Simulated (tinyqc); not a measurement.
What each parameter does: localisation in a chain with random site energies (transfer matrices).

Hopping -t; leads with site energy 0, E = -2t cos(ka). psi_(j+1) = ((e_j - E)/t) psi_j - psi_(j-1), a product of matrices M_j = [[(e_j - E)/t, -1], [1, 0]]. For M = M_N ... M_1 the transmission is T = 4 sin^2(ka)/|M21 - M12 + M22 exp(ika) - M11 exp(-ika)|^2. Long samples draw e_j = W (x_j/2147483647 - 1/2) from x_j = 16807 x_(j-1) mod 2147483647, starting at x0. The localisation length xi, in sites, is defined by ln T = -2N/xi on average; weak disorder gives xi = 24 (4t^2 - E^2)/W^2, and the mean free path for backscattering is xi/2.

Numerical xi = N/ln sqrt(psi_(N+1)^2 + psi_N^2) for N = 20000 sites from psi_1 = 1, psi_0 = 0; its statistical error is about xi sqrt(xi/N).

Values chosen for the exercise:

| symbol | value | unit | meaning |
|---|---|---|---|
| t | 0.92 | eV | hopping |
| E | -0.28 | eV | energy |
| W | 2.16 | eV | full width of the disorder |
| x0 | 1600 |  | start of the number sequence |

Numerical and weak-disorder xi.

Results for these values:

| case | numerical xi (sites) | weak-disorder xi (sites) |
|---|---|---|
| base | 18.02 | 17.01 |

What happens to each result for t = 1.058 eV, all else kept?

Answer: numerical xi rises from 18.02 to 24.62; weak-disorder xi rises from 17.01 to 22.63.

The same for each parameter in turn:

| case | numerical xi (sites) | weak-disorder xi (sites) |
|---|---|---|
| base | 18.02 | 17.01 |
| t = 1.058 eV | 24.62 | 22.63 |
| E = -0.2 eV | 19.26 | 17.21 |
| W = 2.592 eV | 12.36 | 11.81 |
| x0 = 1601 | 17.99 | 17.01 |

A new x0 is another sample of the same disorder; its shift is one draw of the statistical scatter, about xi sqrt(xi/N); the other rows share one sample, so their errors are correlated.

tinyqc: `OMP_NUM_THREADS=1 python tinyqc.py 1452104 1452105 out.jsonl`; about 0.04 s, one thread, shared Intel(R) Xeon(R) Processor @ 2.30GHz.
